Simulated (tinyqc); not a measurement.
Quasi-harmonic thermal expansion with mode Grueneisen parameters: one step, computed by the program tinyqc. Command: `OMP_NUM_THREADS=1 python tinyqc.py 3005338 3005339 out.jsonl qha walk`. One thread of a shared host (Intel(R) Xeon(R) Processor @ 2.30GHz), about 0.02 s of CPU time with the checks.

A crystal with two atoms a cell; per atom there are 1 transverse acoustic (TA), 1/2 longitudinal acoustic (LA) and 3/2 optical (O) modes. Every frequency of group i scales as nu_i (V/V0)^(-gamma_i). Each group has one frequency. Static energy: E = (9 V0 B0/16) [y^3 B' + y^2 (2 - 4 y)], y = (V0/V)^(2/3) - 1, with pressure P_s = (3 B0/2) (z^7 - z^5) [1 + (3/4)(B' - 4)(z^2 - 1)], z = (V0/V)^(1/3).

Question. Properties at the equilibrium volume. For a mode with x = h nu/(k_B T), n = 1/(exp(x) - 1): U = h nu (n + 1/2), C/k_B = x^2 n (n + 1); U_i and C_i sum these over group i with its weight per atom. Phonon pressure P_ph = sum_i gamma_i U_i/V. B_T = -V d(P_s + P_ph)/dV at fixed T (central difference, step 1e-4 V); alpha_V = sum gamma_i C_i k_B/(B_T V), all at V(T); the linear coefficient is alpha_L = alpha_V/3. C_P - C_V = alpha_V^2 B_T V T; the optical frequency is nu_O (V/V0)^(-gamma_O).

Inputs (values chosen for the exercise, modelled on germanium): static volume V0 = 22.6 angstrom^3/atom; static bulk modulus B0 = 76.4 GPa; static B' = 4.82; frequency nu_TA = 2.4 THz; frequency nu_LA = 6.09 THz; frequency nu_O = 8.27 THz; Grueneisen parameter gamma_TA = -0.61; Grueneisen parameter gamma_LA = 1.1; Grueneisen parameter gamma_O = 1.1; temperature T = 800 K.

Acoustic groups: Einstein.

volume V(T) = 22.84013 angstrom^3/atom

Constants: h x 1 THz = 4.135667696 meV; k_B = 8.617333262e-05 eV/K; 1 eV/angstrom^3 = 160.2176634 GPa.

Give: volume change from V0; isothermal bulk modulus B_T; linear expansion coefficient; C_V; C_P - C_V; optical frequency at V(T).

Answer.

volume change from V0 = 1.0625 %

isothermal bulk modulus B_T = 73.412 GPa

linear expansion coefficient = 4.2610 ppm/K

C_V = 2.9632 k_B/atom

C_P - C_V = 0.015876 k_B/atom

optical frequency at V(T) = 8.1744 THz
